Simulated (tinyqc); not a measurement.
# Energy and delay of logic against supply voltage: energy and delay against supply voltage

One expression serves below and above threshold: I(Vg) = Ik [ln(1 + exp((Vg - VT + dd V)/(al nf Vt)))]^al, with I_on = I(V) and I_off = I(0). Gate delay td = kd C V/I_on, clock period LD td. Per gate and cycle the switching energy is act C V^2 and the leakage energy I_off V LD td. No short-circuit current, no variation. Minima are sought above 0.09 V; below a few Vt gates no longer switch and the model has no meaning.

EDP = energy times td.

Parameters, values chosen for the exercise; values of the order met in logic technologies: temperature T = 250 K; threshold voltage at zero drain bias VT = 0.23 V; slope factor nf = 1.05; barrier lowering per volt of supply dd = 0.11; specific current of a gate Ik = 0.71 uA; exponent of the current law al = 1.64; load capacitance of a gate C = 0.69 fF; delay factor kd = 0.7; logic depth LD = 30; activity factor act = 0.02.

Constants: q = 1.602176634e-19 C, kB = 1.380649e-23 J/K, Vt = kB T/q. Results are converted to the units shown.

Energy and delay against supply voltage:
```
V (V),I_on (uA),I_off (nA),td (ps),switching (aJ),leakage (aJ),energy (aJ),EDP (fJ ps)
0.15,0.03734,0.05638,1940,0.3105,0.4922,0.8027,1.558
0.27,2.251,0.1009,57.93,1.006,0.04737,1.053,0.06103
0.38,10.52,0.1721,17.44,1.993,0.03421,2.027,0.03535
0.5,24.95,0.3078,9.680,3.450,0.04469,3.495,0.03383
0.62,43.82,0.5499,6.834,5.305,0.06990,5.375,0.03673
0.73,64.55,0.9352,5.462,7.354,0.1119,7.466,0.04078
0.85,90.59,1.666,4.532,9.970,0.1925,10.16,0.04606
0.97,120.0,2.960,3.906,12.98,0.3365,13.32,0.05203
1.08,149.6,4.999,3.487,16.10,0.5648,16.66,0.05809
1.2,184.8,8.812,3.136,19.87,0.9950,20.87,0.06545
```

Read the table: what changes, and by how much?

td falls from 1940 to 3.14 ps; the energy rises from 0.803 to 20.9 aJ and the EDP goes from 1.56 through a minimum of 0.0338 (at V = 0.5 V among the rows listed) to 0.0654 fJ ps. The exact minima lie at V = 0.183 V for the energy and 0.459 V for the EDP. Going from 1.2 V to the energy minimum saves a factor of 31.2 in energy and costs a factor of 179 in delay. Below the minimum the leakage energy rises faster than the switching energy falls, because the clock period grows so steeply.

Computed by the program tinyqc: `OMP_NUM_THREADS=1 python tinyqc.py 2082195 2082196 out.jsonl`, one thread of a shared Intel Xeon 2.30GHz, about 0.01 s for the whole run.
